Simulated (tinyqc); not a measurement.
# Fully depleted semiconductor-on-insulator film with two gates, non-linear Poisson equation by Newton steps: what changes with what

One dimension across the film, front interface at x = 0, back interface at x = ts. psi is counted from the intrinsic level, n = ni exp(psi/Vt) (source grounded), holes neglected, acceptors ionised. Gates act through Cox = eps0 eox/tox and Cbox = 3.9 eps0/tb with potentials G1 = Vg - (phiM - chi - Vt ln(Nc/ni)) and G2 = Vb - (phiB - chi - Vt ln(Nc/ni)). Classical Boltzmann densities, no interface charge, no depletion in the back plane.

Inputs (values chosen for the exercise); band and dielectric values close to those of In0.53Ga0.47As:

| symbol | value | unit | meaning |
|---|---|---|---|
| T | 300 | K | temperature |
| Eg | 0.739 | eV | band gap |
| eps_r | 14 |  | relative permittivity |
| Nc | 2.08e17 | cm^-3 | conduction-band density of states at T |
| Nv | 7.63e18 | cm^-3 | valence-band density of states at T |
| chi | 4.42 | eV | electron affinity |
| eox | 8.94 |  | relative permittivity of the gate insulator (close to aluminium oxide) |
| tox | 6.2 | nm | insulator thickness |
| ts | 8.8 | nm | film thickness |
| tb | 11 | nm | buried-oxide thickness (eps_r 3.9) |
| Na | 4.1e16 | cm^-3 | acceptor density of the film |
| phiM | 4.71 | eV | work function of the front gate |
| phiB | 4.92 | eV | work function of the back plane |
| Vb | 0 | V | back-gate voltage |

Constants: q = 1.602176634e-19 C, kB = 1.380649e-23 J/K, Vt = kB T/q, eps0 = 8.8541878128e-14 F/cm where lengths are in cm. Results are converted to the units shown.

Each table varies one quantity; the others keep the values above.

## Charge against front-gate voltage

ni = sqrt(Nc Nv) exp(-Eg/(2 Vt)), Eg in volts. The Poisson equation eps0 eps_r d2psi/dx2 = q (n + Na), with -eps0 eps_r dpsi/dx = Cox (G1 - psi) at x = 0 and eps0 eps_r dpsi/dx = Cbox (G2 - psi) at x = ts, is solved on 300 equal intervals with half boxes at both ends; N_inv is the trapezoid sum of n. Swing = ln 10/(d ln N_inv/dVg); the last column is (dN_inv/dVb)/(dN_inv/dVg).

Charge against front-gate voltage:
columns A: Vg (V); B: psi front (V); C: psi back (V); D: N_inv (cm^-2); E: centroid/ts; F: swing (mV/decade); G: q dN_inv/dVg over Cox; H: back/front leverage
```
A          B        C        D      E       F        G      H
0.03  0.0193  -0.0181   7.57e5  0.383    76.9  2.85e-6  0.291
0.18   0.144   0.0840   6.97e7  0.321    76.0  2.65e-4  0.276
0.33   0.268    0.185   6.56e9  0.268    77.3   0.0245  0.263
0.48   0.369    0.263  2.45e11  0.222     150    0.470  0.251
0.63   0.416    0.288  1.02e12  0.184     385    0.767  0.241
0.78   0.441    0.297  2.00e12  0.156     675    0.857  0.235
0.93   0.458    0.302  3.05e12  0.136     983    0.897  0.231
1.08   0.471    0.304  4.14e12  0.121  1.30e3    0.920  0.228
1.23   0.481    0.306  5.25e12  0.110  1.62e3    0.934  0.226
```

What does the comparison show?

N_inv passes 1e11 cm^-2 at Vg = 0.431 V. The swing starts at 76.9 mV a decade, against (1 + k) Vt ln 10 = 71.5 for a front channel with k = Cs Cbox/(Cox (Cs + Cbox)) = 0.201, Cs = eps0 eps_r/ts; above threshold this column is no longer a subthreshold swing. The centroid falls from 0.383 to 0.110 of ts and the leverage of the back gate falls from 0.291 to 0.226. For Vg = 0.48, 0.63, 0.78, 0.93, 1.08, 1.23 the density at an interface exceeds 0.3 Nc, where Boltzmann statistics fail. For Vg = 0.18, 0.33, 0.48, 0.63, 0.78, 0.93, 1.08, 1.23 the classical centroid lies within 3 nm of an interface, where confinement, left out, would push it away.

## Threshold and coupling against the film thickness

VT is the Vg for N_inv = 1e11 cm^-2; -dVT/dVb from the linearised equation. Limits with Cs = eps0 eps_r/ts: front channel Cs Cbox/(Cox (Cs + Cbox)), back channel Cbox (Cox + Cs)/(Cox Cs). Swing at N_inv = 1e8 cm^-2.

Results:
```
ts (nm)  VT (V)  centroid/ts at VT  -dVT/dVb  front-channel limit  back-channel limit  swing (mV/decade)
4         0.448              0.346     0.263                0.223               0.347               75.6
7.7       0.434              0.257     0.258                0.206               0.441               75.9
11        0.426              0.206     0.248                0.192               0.524               75.7
15        0.419              0.166     0.234                0.178               0.626               75.2
21        0.409              0.130     0.215                0.161               0.778               74.3
29        0.400              0.103     0.193                0.142               0.980               73.0
40        0.392             0.0815     0.169                0.122                1.26               71.4
```

Estimate the missing row, ts = 5.6 nm.

Computed row:
```
ts (nm)  VT (V)  centroid/ts at VT  -dVT/dVb  front-channel limit  back-channel limit  swing (mV/decade)
5.6       0.441              0.302     0.262                0.215               0.388               75.8
```

With this row back in the table: As ts goes from 4 to 40, VT falls from 0.448 to 0.392 V, the centroid falls from 0.346 to 0.0815 of ts and -dVT/dVb falls from 0.263 to 0.169. The coupling covers 32.2 % of the way from the front-channel to the back-channel limit in the first row and 4.16 % in the last. For ts = 4, 5.6, 7.7 the film is thin enough for confinement to raise VT, which is left out.

Program tinyqc, `OMP_NUM_THREADS=1 python tinyqc.py 2190028 2190029 out.jsonl`; Intel Xeon 2.30GHz, shared host, one thread, about 0.3 s.
